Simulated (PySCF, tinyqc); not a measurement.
RHF in the sto-3g basis, for H6, spin multiplicity 1, step by step (part 2 of 2). The lowest restricted solution is unstable here: a spin-polarised one lies 0.1512 hartree lower (PySCF). Computed by tinyqc, a small Python program that keeps every step (integrals from PySCF). Command: `OMP_NUM_THREADS=1 python tinyqc.py 20986 20987 out.jsonl` (the two numbers bound the seeds that draw the settings). One thread of a shared host (Intel(R) Xeon(R) Processor @ 2.60GHz), about 0.09 s of CPU time with the checks.

Geometry (angstrom):
```
atom,x,y,z
H,0.00000,0.00000,0.00000
H,0.00000,0.00000,1.47800
H,0.00000,0.00000,2.89500
H,0.00000,0.00000,4.37300
H,0.00000,0.00000,5.78900
H,0.00000,0.00000,7.26800
```

## Populations, bond orders and dipole

D after iteration 9:
```
,1H 1s,2H 1s,3H 1s,4H 1s,5H 1s,6H 1s
1H 1s,0.80928,0.72123,-0.10264,-0.34859,0.03098,0.21624
2H 1s,0.72123,0.75520,0.19727,-0.08908,-0.04799,0.03095
3H 1s,-0.10264,0.19727,0.77136,0.66895,-0.08928,-0.34940
4H 1s,-0.34859,-0.08908,0.66895,0.77114,0.19768,-0.10268
5H 1s,0.03098,-0.04799,-0.08928,0.19768,0.75528,0.72121
6H 1s,0.21624,0.03095,-0.34940,-0.10268,0.72121,0.80954
```

overlap S:
```
,1H 1s,2H 1s,3H 1s,4H 1s,5H 1s,6H 1s
1H 1s,1.00000,0.26498,0.02274,0.00066,0.00001,0.00000
2H 1s,0.26498,1.00000,0.28878,0.02274,0.00078,0.00001
3H 1s,0.02274,0.28878,1.00000,0.26498,0.02279,0.00066
4H 1s,0.00066,0.02274,0.26498,1.00000,0.28918,0.02274
5H 1s,0.00001,0.00078,0.02279,0.28918,1.00000,0.26460
6H 1s,0.00000,0.00001,0.00066,0.02274,0.26460,1.00000
```

Mulliken: Z minus the diagonal of D S on the atom; Loewdin: the same with S^(1/2) D S^(1/2); Mayer order: 2 sum_s sum (D(s) S)_ij (D(s) S)_ji over the two atoms.

Charges (e):
```
atom,Mulliken,Loewdin
1H,0.00218,6.46e-06
2H,-0.00121,0.00088
3H,-0.00098,-0.00091
4H,-0.00097,-0.00088
5H,-0.00121,0.00088
6H,0.00219,1.77e-05
```

Mayer bond orders:
```
pair,order
2-1,0.83146
3-1,-0.00105
3-2,0.16607
4-1,0.12298
4-2,-0.00095
4-3,0.71239
5-1,-0.00024
5-2,0.00366
5-3,-0.00095
5-4,0.16664
6-1,0.04685
6-2,-0.00024
6-3,0.12355
6-4,-0.00105
6-5,0.83089
```

dipole moment about the origin, x y z (debye): 0.00000  0.00000  0.00033
